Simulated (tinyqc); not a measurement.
Thickness from the minima: X-ray reflectivity of a thin film on silicon: critical angles, Parratt recursion, fringes and roughness. Computed by tinyqc, a small Python program. Command: `OMP_NUM_THREADS=1 python tinyqc.py 3121568 3121569 out.jsonl xrr walk`. One thread of a shared host (Intel(R) Xeon(R) Processor @ 2.30GHz), about 0.01 s of CPU time with the checks.

n = 1 - delta + i beta; the classical electron radius is r_e = 2.8179403e-6 nm. Layer 0 is vacuum, 1 the film, 2 the substrate.

Inputs (values chosen for the exercise, modelled on SiO2 on silicon, copper K-alpha radiation):
```
quantity,value,unit
wavelength lambda,0.15406,nm
film density rho,2.19,g/cm^3
"effective electrons per unit mass, film",0.503,mol/g
"beta/delta, film",0.012,-
film thickness d,31.8,nm
roughness of the surface sigma_1,0.61,nm
roughness of the interface sigma_2,0.25,nm
substrate density,2.33,g/cm^3
"effective electrons per unit mass, substrate",0.507,mol/g
"beta/delta, substrate",0.023,-
grazing angle theta,0.809,degrees
```

Constants: N_A = 6.02214076e+23 1/mol.

Method:
- delta = r_e lambda^2 rho_e/(2 pi), rho_e = density x electrons per mass x N_A; critical angle sqrt(2 delta), q_c = 4 sqrt(pi r_e rho_e).
- k_j = (2 pi/lambda) sqrt(sin^2 theta - 2 delta_j + 2 i beta_j); r_ij = (k_i - k_j)/(k_i + k_j) x exp(-2 k_i k_j sigma^2) (Nevot-Croce); r = (r_01 + r_12 p)/(1 + r_01 r_12 p), p = exp(2 i k_1 d); R = |r|^2.
- Far above the critical angle the period is d theta = lambda/(2 d), or 2 pi/d in q; the envelope runs between (|r_01| - |r_12 p|)^2 and (|r_01| + |r_12 p|)^2; contrast = 2 a b/(a^2 + b^2) with a = |r_01|, b = |r_12 p|; roughness factors on the amplitudes are about exp(-q^2 sigma^2/2).
- Minima of R theta^4 are located on 6001 points over 7.5 periods, from 1.15 times the larger critical angle. With refraction, sin^2(theta_m) = 2 delta + m^2 (lambda/(2 d))^2, m integer or half-integer; the first six minima are used, and the first order is the one that minimises the largest residual of the least-squares line plus the distance of its intercept from 2 delta. Without refraction, d = lambda/(2 x mean step of sin theta).

Constants:
```
layer,rho_e (1/nm^3),delta,beta,critical angle (degrees),q_c (1/nm)
film,663.381,7.06146e-06,8.47376e-08,0.215320,0.306537
substrate,711.402,7.57263e-06,1.74170e-07,0.222977,0.317437
```

period in theta = 0.138789 degrees

Minima:
```
order m,theta (degrees),sin^2 theta
1.5,0.30708,2.8725e-05
2.5,0.41516,5.2503e-05
3.5,0.53765,8.8051e-05
4.5,0.66689,1.3547e-04
5.5,0.79961,1.9475e-04
6.5,0.93424,2.6585e-04
```

d with refraction = 31.639 nm

d without refraction = 35.189 nm

What does the comparison show, and why?

Against d = 31.8 nm the errors are -0.51 % with and +10.66 % without refraction. The orders are half-integers, as r_01 and r_12 have the same sign for a film less dense than the substrate.

Extremes, crossings and ranges named in words are read from the listed rows.
